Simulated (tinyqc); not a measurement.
A discretised effective-mass wire between two leads, recursive Green functions: convergence with the grid step.

Finite differences on a grid of step a give a chain with hopping -t, t = C/(m a^2), C = hbar^2/(2 m0), and site energies 2 t + U_i for the N = 7 sites of the device; the semi-infinite leads have site energy 2 t. Each slice is one site, and V = -t couples neighbouring slices.

A flat barrier of height U0 = 1.3 eV and width d = 1.83 nm is laid on n sites with a = d/n (U = U0 on each, N = n). Sigma = t^2 g(E - 2 t), g(x) = (x - i sqrt(4 t^2 - x^2))/(2 t^2) for |x| < 2 t and (x - sign(x) sqrt(x^2 - 4 t^2))/(2 t^2) otherwise; Gamma = i (Sigma - Sigma^dagger); both leads give the same. Forward pass: g_1 = (E - H_1 - Sigma)^(-1), g_i = (E - H_i - V g_(i-1) V^dagger)^(-1), with Sigma also subtracted on the last slice; G_(i,1) = g_i V G_(i-1,1), starting from g_1. H_i is the block of slice i, its site energy. T(E) = Tr[Gamma G_(N,1) Gamma G_(N,1)^dagger]. The continuum value is 1/[1 + U0^2 sinh^2(K d)/(4 E (U0 - E))], K = sqrt(m (U0 - E)/C) (sin and k above the barrier).

Parameters, values chosen for the exercise: effective mass m = 0.026 m0; energy above the band bottom of the leads E = 1.471 eV.

Constants: q = 1.602176634e-19 C, hbar = 1.054571817e-34 J s, m0 = 9.1093837015e-31 kg, hbar^2/(2 m0) = 0.0380998212 eV nm^2. Results are converted to the units shown.

Results:
```
n    a (nm)  t (eV)    T(E)  error (%)
1     1.830  0.4376  0.1956      -69.2
4    0.4575   7.001  0.6204      -2.28
8    0.2288   28.00  0.6313     -0.556
16   0.1144   112.0  0.6340     -0.138
32  0.05719   448.1  0.6346    -0.0345
64  0.02859    1792  0.6348   -8.62e-3
```

Estimate the missing row, n = 2.

Computed row:
```
n  a (nm)  t (eV)    T(E)  error (%)
2  0.9150   1.750  0.5708      -10.1
```

With this row back in the table: The continuum value is 0.63483. The error goes from -69 % to -0.0086 %, and the last halving of a cuts it by a factor of 4.0: second order, since the lattice band 2 t (1 - cos ka) departs from the parabola at order (ka)^4.

Program tinyqc, `OMP_NUM_THREADS=1 python tinyqc.py 2660116 2660117 out.jsonl`; Intel Xeon 2.30GHz, shared host, one thread, about 0.03 s.
